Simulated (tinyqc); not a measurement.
Born-Mayer model of an ionic crystal AB: one step, computed by the program tinyqc.

Energies are per ion pair and r is the nearest distance of unlike ions.

Problem. Under pressure. Madelung constant M, unlike neighbours z1, like neighbours z2 at f r, volume per pair: rock salt 1.747565, 6, 12, sqrt2, 2 r^3; caesium chloride 1.762675, 8, 6, 2/sqrt3, 8 r^3/(3 sqrt3); zinc blende 1.638055, 4, 12, sqrt(8/3), 16 r^3/(3 sqrt3). U(r) = -M z^2 e^2/(4 pi eps_0 r) + z1 lambda exp(-r/rho) + z2 [lambda2 exp(-f r/rho) - C/(f r)^6] (one mean like-ion term for both sublattices). With the volume written as c r^3, under pressure take the root at the minimum of the enthalpy and solve U'(r) + 3 c r^2 P = 0; H = U + P V; B = (U'' - 2 U'/r)/(9 c r).

Inputs (values chosen for the exercise, for a model salt):
```
quantity                        value           unit
ionic charge z                      2              -
unlike repulsion lambda          2270             eV
range rho                       0.335       angstrom
like repulsion lambda2            383             eV
dispersion C between like ions     58  eV angstrom^6
pressure P                          5            GPa
```

Structure: rock salt. Short range: with like-ion terms.

Constants: e^2/(4 pi eps_0) = 14.39964548 eV angstrom; 1 eV/angstrom^3 = 160.2176634 GPa.

Give: distance at P; volume at P; enthalpy at P; bulk modulus at P.

Solution.

distance at P = 2.621 angstrom

volume at P = 36.03 angstrom^3

enthalpy at P = -32.03 eV per pair

bulk modulus at P = 128.8 GPa
